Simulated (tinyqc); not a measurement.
Electrons shared among three sets of ellipsoidal valleys: one step. Effective densities of states. Three cases, with inputs chosen for the exercise.

Problem. N_i = M_i times N = 2 (m kB T/(4 pi c))^(3/2) with c = hbar^2/2m0, in 1/angstrom^3; times 1e24 for 1/cm^3, with m = (ml mt^2)^(1/3).

Constants: hbar^2/2m0 = 3.80998211 eV angstrom^2; kB = 8.617333262e-05 eV/K.

Give: kT; N_i.

Case 1.

Values chosen (masses and offsets near those of InP; mobilities are free inputs, held fixed; the results hold for these values, not for the real material): ml = (0.08, 1.718, 1.361) m0 (longitudinal masses of Gamma, L, X); mt = (0.08, 0.129, 0.2798) m0 (transverse masses); M = (1, 4, 3) (valleys in each set); T = 300 K.

Solution.

kT = 0.025852 eV

N_i (1/cm^3): Gamma 5.6782e+17, L 1.6972e+19, X 2.4574e+19

Case 2.

Values chosen (masses and offsets near those of GaAs; mobilities are free inputs, held fixed; the results hold for these values, not for the real material): ml = (0.066, 1.913, 1.344) m0 (longitudinal masses of Gamma, L, X); mt = (0.066, 0.0749, 0.2263) m0 (transverse masses); M = (1, 4, 3) (valleys in each set); T = 300 K.

Solution.

kT = 0.025852 eV

N_i (1/cm^3): Gamma 4.2549e+17, L 1.0399e+19, X 1.9750e+19

Case 3.

Values chosen (masses and offsets near those of GaAs; mobilities are free inputs, held fixed; the results hold for these values, not for the real material): ml = (0.07, 1.925, 1.268) m0 (longitudinal masses of Gamma, L, X); mt = (0.07, 0.0783, 0.2254) m0 (transverse masses); M = (1, 4, 3) (valleys in each set); T = 300 K.

Solution.

kT = 0.025852 eV

N_i (1/cm^3): Gamma 4.6475e+17, L 1.0905e+19, X 1.9108e+19

Computed by tinyqc, one run a case: `OMP_NUM_THREADS=1 python tinyqc.py N N+1 out.jsonl` with N = 1680124, 1681045, 1681067; one thread of a shared Intel(R) Xeon(R) Processor @ 2.30GHz, about 0.02 s a run at most.
